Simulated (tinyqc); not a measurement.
What each parameter does: Wannier functions of a composite (isolated) pair of valence bands (bonds of an sp chain).

Each atom has a hybrid pointing left (<) and right (>). H(k): diagonal +V3 on A, -V3 on B; <A<|A>> = -V1a, <B<|B>> = -V1b, <A>|B<> = -V2, <B>|A<> = -V2p exp(ik); k in 1/a, Bloch sums with exp(ikR). The two lowest bands are filled. Trial functions in cell 0: g1 = cos(c) A> + sin(c) B<, and g2 = sin(c) B> + cos(c) A< of cell 1, whose Bloch vector has cos(c) exp(-ik) on A<. Projection A_mn = <psi_m|g_n>, S = A^+ A, Loewdin U = A S^(-1/2), Bloch-like states w_n = sum_m psi_m U_mn, H_W(k) = U^+ diag(E) U. P = sum_m |psi_m><psi_m| is free of phase choices, and S = g^+ P g, w = P g S^(-1/2).

Inputs chosen for the exercise: V2 = 3.84 eV (coupling in the bond A-B inside the cell); V2p = 4.01 eV (coupling in the bond to the next cell); V1a = 0.69 eV (coupling of the two hybrids on A); V1b = 1.34 eV (the same on B); V3 = 0 eV (A at +V3, B at -V3); c = 35 degrees (trial bonds cos(c) on A, sin(c) on B); xb = 0.56 a (position of B (A at 0)).

N = 12: centres, total spread (point-like hybrids at R and R + xb) and H_12(0). Each row changes one parameter from the base and keeps the others.

Results:

| case | centre 1 (a) | centre 2 (a) | total spread (a^2) | H_12(0) (eV) |
|---|---|---|---|---|
| base | 0.2826 | 0.7774 | 0.1316 | -0.6683 |
| V2 = 4.24 eV | 0.2824 | 0.7776 | 0.1311 | -0.6684 |
| V2p = 4.41 eV | 0.2824 | 0.7776 | 0.1311 | -0.6684 |
| V1a = 0.89 eV | 0.2820 | 0.7780 | 0.1324 | -0.6671 |
| V1b = 1.54 eV | 0.2837 | 0.7763 | 0.1328 | -0.7680 |
| V3 = 0.4 eV | 0.3106 | 0.7563 | 0.1303 | -0.7350 |
| xb = 0.61 a | 0.3076 | 0.8024 | 0.1359 | -0.6683 |

The largest shifts from the base row, up to three for each result and ties (the steps differ in size, so this ranks the rows, not the parameters). centre 1 (a): V3 +0.0279, xb +0.0250, V1b +0.0011. centre 2 (a): xb +0.0250, V3 -0.0211, V1b -0.0011. total spread (a^2): xb +0.0043, V3 -0.0013, V1b +0.0012. H_12(0) (eV): V1b -0.0997, V3 -0.0667, V1a +0.0012; unchanged at the printed digits by xb.

Computed by tinyqc, a small Python program: `OMP_NUM_THREADS=1 python tinyqc.py 1450708 1450709 out.jsonl` (the numbers bound the seed that draws the inputs); one thread of a shared host (Intel(R) Xeon(R) Processor @ 2.30GHz), about 0.3 s for the whole set of steps.
